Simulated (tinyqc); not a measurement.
Inside a calculation: heavy doping: gap narrowing, degeneracy and the minority density. Values are carried at full precision from step to step, so a last printed digit may differ when a step is redone from the rounded ones.

Empirical narrowing (Slotboom form, constants chosen for the exercise; published fits of this form give the apparent narrowing, here it is taken as the true one): dEg = E0 [ln(N/N0) + sqrt(ln(N/N0)^2 + C)].

Constants: kB = 8.617333262e-05 eV/K; e^2/(4 pi eps0) = 14.39964547 eV angstrom.

Parameters, chosen for this exercise (gap and densities of states near those of Ge at this temperature; narrowing constants of the size fitted for Si, not for this material; shifted at random, so the results belong to these values and not to a real crystal): N = 3.9e+18 1/cm^3 (ionised donors, equal to the majority density); E0 = 8.51 meV (narrowing scale); N0 = 9.6e+16 1/cm^3 (onset density); C = 0.5 (smoothing constant); Nc = 1.07e+19 1/cm^3 (conduction-band density of states); Eg = 0.661 eV (gap); Nv = 5.04e+18 1/cm^3 (valence-band density of states); T = 300 K; eps = 15.7 (dielectric constant); Mv = 4 (majority valleys).

## Gap narrowing

Evaluate at N.

ln(N/N0) = 3.7044
dEg (empirical fit) = 63.62 meV

Well above N0 each decade of doping adds 2 E0 ln 10 = 39.2 meV.

## Degeneracy of the majority band

F_j(eta) = (1/Gamma(j + 1)) integral_0^infinity x^j dx/(1 + exp(x - eta)), which tends to exp(eta) for eta << 0.

Majority: N = Nc F_1/2(eta), eta the distance of EF beyond the majority band edge in kT. Degeneracy factor gam = F_1/2(eta)/exp(eta). ni0^2 = Nc Nv exp(-Eg/kT); product n p = ni0^2 gam exp(dEg/kT), dEg the true narrowing; apparent narrowing dEa = dEg + kT ln gam; minority density = n p/N.

Solve for eta and form gam.

N/Nc = 0.3645
eta = -0.8811
gam = 0.8797

## Product and minority density

Combine both effects.

ni0 = 2.06e+13 1/cm^3
exp(dEg/kT) = 11.7
dEa = 60.3 meV
sqrt(n p) = 6.61e+13 1/cm^3
minority density = 1.12e+09 1/cm^3

Narrowing multiplies the product by 11.7 and degeneracy by 0.880; together they change the minority density by a factor 10.3 against ni0^2/N.

## Two estimates of the size

Two physical estimates, e2 = e^2/(4 pi eps0), N in 1/angstrom^3: exchange shift at the Fermi level, Ex = (e2/eps) kF/pi with kF = (3 pi^2 N/Mv)^(1/3); screened-pair energy (Lanyon-Tuft), Es = (3/4)(e2/eps) qs with qs^2 = (4 pi e2 N/(eps kT)) F_-1/2(eta)/F_1/2(eta).

Evaluate both at N.

kF = 0.03068 1/angstrom
Ex = 8.96 meV
Es = 27.01 meV

Against the fitted dEg = 63.6 meV, Ex is 0.14 and Es 0.42 times as large; each keeps one mechanism only, and Ex assumes a strongly degenerate gas, while here eta is only -0.88.

## Checks

- Minority density against the Boltzmann occupation of the other band at the narrowed gap (1/cm^3): both 1.121e+09.

(tinyqc, `OMP_NUM_THREADS=1 python tinyqc.py 1651513 1651514 out.jsonl`, Intel(R) Xeon(R) Processor @ 2.30GHz, 1 thread, shared host, about 0.01 s.)
